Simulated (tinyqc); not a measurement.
Single-band model of a thermoelectric material: one step, computed by the program tinyqc. Command: `OMP_NUM_THREADS=1 python tinyqc.py 3023399 3023400 out.jsonl thermo walk`. One thread of a shared host (Intel(R) Xeon(R) Processor @ 2.30GHz), about 0.01 s of CPU time with the checks.

One spherical band, one scattering law, no minority carriers and no phonon drag. In a real material minority carriers limit |S| to about E_g/(2 e T), so larger values are formal. eta = E_F/(k_B T) is counted from the band edge; f = 1/(1 + exp(x - eta)).

Question. Limiting formulas for the Seebeck coefficient. Classical: |S| = (k_B/e)[r + 5/2 - ln(n/N_c)], N_c = (3 sqrt(pi)/4) N_0. Degenerate (Mott): |S| = (pi^2/3)(k_B/e)(r + 3/2)/eta_F, eta_F = (n/N_0)^(2/3).

Inputs (values chosen for the exercise, for a model material): carrier density n = 1.8e+20 1/cm^3; temperature T = 660 K.

Band: parabolic. Scattering: constant relaxation time, r = 0.

Seebeck coefficient |S| = 216.2639 microvolt/K

N_0 = 1.246665e+20 1/cm^3

Constants: k_B = 8.617333262e-05 eV/K.

Give: Seebeck coefficients.

Answer.

Seebeck coefficients:
```
formula        |S| (microvolt/K)  deviation (%)
full integral             216.26          0.000
classical                 208.31         -3.677
degenerate                332.88         53.925
```
